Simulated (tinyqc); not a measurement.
Inside a calculation: k.p values derived from sp3s* tight binding at Gamma. Values are carried at full precision from step to step, so a last printed digit may differ when a step is redone from the rounded ones.

At Gamma the states are two-level mixtures: s-like S+ (upper) and S- (lower) from [[Esa, Vss], [Vss, Esc]], p-like P- (valence) and P+ from [[Epa, Vxx], [Vxx, Epc]], and the bare s* levels. With real k in 1/angstrom and kz = 0, the phase sums over the four bonds are g0 = 1 - (a k/4)^2/2, g1 = i a kx/4, g3 = -(a/4)^2 kx ky to second order. Each mixture is written (anion, cation) with the anion part positive. c = hbar^2/2m0. No spin-orbit coupling.

Constants: hbar^2/2m0 = 3.80998211 eV angstrom^2.

Inputs chosen for the exercise (near a published set for Ge, fitted to gaps, whose masses and valley positions are rough; the results hold for these values, not for the real material): Esa = -5.929 eV (s level of the anion); Esc = -5.929 eV (s level of the cation); Epa = 1.613 eV (p level of the anion); Epc = 1.613 eV (p level of the cation); Vss = -6.732 eV (s-s); Vxx = 1.625 eV (px-px); a = 5.655 angstrom (lattice constant); Vsapc = 5.518 eV (s anion, p cation); Vscpa = 5.518 eV (s cation, p anion); Vxapc = 5.264 eV (s* anion, p cation); Vpaxc = 5.264 eV (p anion, s* cation); Exa = 6.426 eV (s* level of the anion); Exc = 6.426 eV (s* level of the cation); Vxy = 4.928 eV (px-py).

## States at Gamma

Solve the two blocks.

States:
```
state    E (eV)  anion part  cation part
S-     -12.6610     0.70711      0.70711
P-      -0.0120     0.70711     -0.70711
S+       0.8030     0.70711     -0.70711
P+       3.2380     0.70711      0.70711
```

## Linear terms and the Kane energy

<s state|dH/dkx|x state> = i P with P = (a/4)(sa pc Vsapc + sc pa Vscpa), sa, sc and pa, pc being the parts of the two states; for s* on the anion P = (a/4) pc Vxapc, on the cation (a/4) pa Vpaxc. Ep = P^2/c for S+ to P-.

Couplings:
```
pair       P (eV angstrom)  E(first) - E(second) (eV)
S+ to P-           -7.8011                     0.8150
S+ to P+            0.0000                    -2.4350
S- to P-            0.0000                   -12.6490
s*a to P-          -5.2623                     6.4380
s*c to P-           5.2623                     6.4380
```

Ep = 15.973 eV

The two terms of S+ to P- have the same sign and add: S+ and P- both change sign from anion to cation. An on-site momentum element between s and p, which real atoms have, is absent from this model.

## Electron mass

m0/m = [<S+|d2H/dkx^2|S+>/2 + sum P^2/(E(S+) - E(P))]/c over P- and P+, with the direct term -(a/4)^2 sa sc Vss.

parts of m0/m: direct -1.766, from P- 19.599, from P+ 0.000

mass = 0.0561 m0

The valence band supplies 110 % of m0/m; the direct term, which stands in for the free-electron 1, is -1.77. S+ is not the lowest valley of Ge; this is the mass of the Gamma level.

## Valence parameters L, M, N and the Luttinger values

Direct terms d0 = -(a/4)^2 pa pc Vxx, dN = -2 (a/4)^2 pa pc Vxy for P-. F = sum P^2/(E(P-) - E(s)) over S+, S-, s*a, s*c. The y state of P- couples to the z state of P+ through Q = (a/4) Vxy (pa p'c - pc p'a), primes for P+, and H1 = Q^2/(E(P-) - E(P+)). L = d0 + F, M = d0 + H1, N = dN + F + H1; g1 = -(L + 2M)/(3c), g2 = -(L - M)/(6c), g3 = -N/(6c).

d0, dN, F, Q, H1 (eV angstrom^2; Q in eV angstrom): [1.6239, 9.8495, -83.2734, 6.9670, -14.9349]

L, M, N (eV angstrom^2): [-81.649, -13.311, -88.359]

g1, g2, g3: [9.473, 2.989, 3.865]

Along [100] the masses without spin-orbit coupling are c/|L| = 0.047 (one band) and c/|M| = 0.286 (two bands).

## Checks

- Electron mass against a finite difference of the full bands: both 0.05608.
- L and M against finite differences along [100]: largest relative difference 8.6e-05.
- Lowest curvature along [111], (L + 2M + 2N)/3, against a finite difference: -94.996 against -94.988.

Computed by tinyqc, a small Python program: `OMP_NUM_THREADS=1 python tinyqc.py 1450001 1450002 out.jsonl` (the numbers bound the seed that draws the inputs); one thread of a shared host (Intel(R) Xeon(R) Processor @ 2.30GHz), about 0.01 s for the whole set of steps.
